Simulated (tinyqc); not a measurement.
Gated graphene, quantum capacitance: one step of the calculation.

phi is the Fermi level above the Dirac point, in volts; Vg is counted from the gate voltage of charge neutrality. Ideal linear bands, no charge puddles.

Task. Charge and capacitances at the solution. N0 = (2/pi)(kB T/(hbar vF))^2; n = N0 F1(phi/Vt), p = N0 F1(-phi/Vt), F1(e) = int_0^infinity u du/(1 + exp(u - e)) = -Li2(-exp(e)); Cq = q d(n - p)/dphi = (q N0/Vt) ln[2 (1 + cosh(phi/Vt))]. 1/C_G = 1/Cox + 1/(Cq + q Dit); dphi/dVg = Cox/(Cox + Cq + q Dit).

Inputs (values chosen for the exercise); values close to those of graphene: temperature T = 300 K; Fermi velocity vF = 1.1e6 m/s; density of traps Dit = 4.3e11 cm^-2 eV^-1.

Constants: q = 1.602176634e-19 C, kB = 1.380649e-23 J/K, hbar = 1.054571817e-34 J s, Vt = kB T/q. Results are converted to the units shown.

converged phi = -0.17695539 V
Cox = 0.44320129 uF/cm^2

Give: n - p; Cq; C_G; dphi/dVg.

Result.

n - p = -2.0347e12 cm^-2
Cq = 3.4441 uF/cm^2
C_G = 0.39355 uF/cm^2
dphi/dVg = 0.11203

C_G is 88.8 % of Cox; 18.8 % of the gate voltage has gone into phi.

Computed by the program tinyqc: `OMP_NUM_THREADS=1 python tinyqc.py 2200035 2200036 out.jsonl`, one thread of a shared Intel Xeon 2.30GHz, about 0.01 s for the whole run.
